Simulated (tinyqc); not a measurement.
Estimate of lattice thermal conductivity from elastic moduli (Slack, Klemens and Cahill formulas): one step, computed by the program tinyqc.

An isotropic solid.

Question. Velocities, Poisson ratio and Debye temperature. rho = M/V; vL = sqrt((B + 4G/3)/rho), vT = sqrt(G/rho); v_m = [(vL^-3 + 2 vT^-3)/3]^(-1/3); Poisson ratio sigma = (3B - 2G)/(6B + 2G); Theta = hbar v_m (6 pi^2/V)^(1/3)/k_B.

Inputs (values chosen for the exercise, for a model crystal):
```
quantity,value,unit
bulk modulus B,141,GPa
shear modulus G,70.7,GPa
volume per atom V,7.12,angstrom^3
mean atomic mass M,50.6,u
```

Grueneisen parameter: from the Poisson ratio.

Constants: u = 1.6605390666e-27 kg; hbar = 1.054571817e-34 J s; k_B = 1.380649e-23 J/K.

Give: density rho; vL; vT; v_m; Poisson ratio sigma; Debye temperature Theta.

Answer.

density rho = 11801 kg/m^3

vL = 4465 m/s

vT = 2448 m/s

v_m = 2729 m/s

Poisson ratio sigma = 0.2852

Debye temperature Theta = 422.3 K
